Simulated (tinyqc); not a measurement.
# Haynes-Shockley experiment: what a collector records, against the distance from injector to collector

A sheet injected at x = 0, t = 0 gives at x = L the signal n(t) = N0 exp(-t/tau - (L - v t)^2/(4 D t))/sqrt(4 pi D t), D = mu Vt, v = mu F. Its peak lies at tp = [-D + sqrt(D^2 + u^2 L^2)]/u^2, u^2 = v^2 + 4 D/tau; dt is the full width at half height. Simple readings: mobility L/(F tp), diffusion coefficient (L dt/tp)^2/(16 ln 2 tp). Area v times the integral of n over N0: (v/u) exp(L (v - u)/(2 D)).

Inputs (values chosen for the exercise): temperature T = 300 K; minority-carrier mobility mu = 1340 cm^2/(V s); sweep field along the drift F = 12 V/cm; lifetime tau = 9.5e-6 s.

Constants: q = 1.602176634e-19 C, kB = 1.380649e-23 J/K, Vt = kB T/q. Results are converted to the units shown.

Haynes-Shockley experiment: what a collector records, against the distance from injector to collector:
```
L (um)	L/v (us)	tp (us)	dt (us)	apparent mobility (cm^2/(V s))	apparent D (cm^2/s)	area	exp(-L/(v tau))
210	1.3060	1.1501	1.2536	1521.6	41.073	0.84957	0.87156
350	2.1766	1.9947	1.6602	1462.2	38.359	0.77615	0.79524
570	3.5448	3.3243	2.1504	1428.9	36.875	0.67337	0.68857
940	5.8458	5.5621	2.7876	1408.3	35.978	0.53028	0.54045
1500	9.3284	8.9499	3.5404	1396.7	35.472	0.36939	0.37459
2500	15.547	15.000	4.5874	1388.9	35.137	0.19368	0.19465
4100	25.498	24.681	5.8872	1384.3	34.943	0.068937	0.068293
6800	42.289	41.017	7.5919	1381.5	34.823	0.012061	0.011662
```

What does the table show?

True values: mu = 1340 cm^2/(V s), D = 34.6 cm^2/s. The apparent mobility is 14 % above the true one in the first row and 3.1 % above it in the last, and the apparent D 19 % above and 0.52 % above D. The peak always comes before L/v, since spreading and decay both weigh down the later part of the signal; the shift is 12 % and 3.0 % in these rows.

tinyqc, about 0.01 s, one thread, Intel Xeon 2.30GHz (shared host): `OMP_NUM_THREADS=1 python tinyqc.py 2310120 2310121 out.jsonl`
